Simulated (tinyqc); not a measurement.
Trap density and grain size from the barrier.

Problem. With all traps filled Vb = q Qt^2/(8 eps0 eps_r N), and in that limit the barrier is largest at N* = Qt/Lg. Find Qt, Lg and the depleted width Qt/N.

Parameters, values chosen for the exercise:
- eps_r = 11.7 (relative permittivity of the semiconductor)

Constants: q = 1.602176634e-19 C, eps0 = 8.8541878128e-14 F/cm where lengths are in cm. Results are converted to the units shown.

barrier at N = 9.8e16 cm^-3 = 0.33338530 V
doping of the largest barrier = 3.25e16 cm^-3

Answer. The barrier gives Qt, and N* then gives Lg.

Qt = 1.30e12 cm^-2
Lg = 400 nm
depleted width = 133 nm

tinyqc, about 0.01 s, one thread, Intel Xeon 2.30GHz (shared host): `OMP_NUM_THREADS=1 python tinyqc.py 2610047 2610048 out.jsonl`
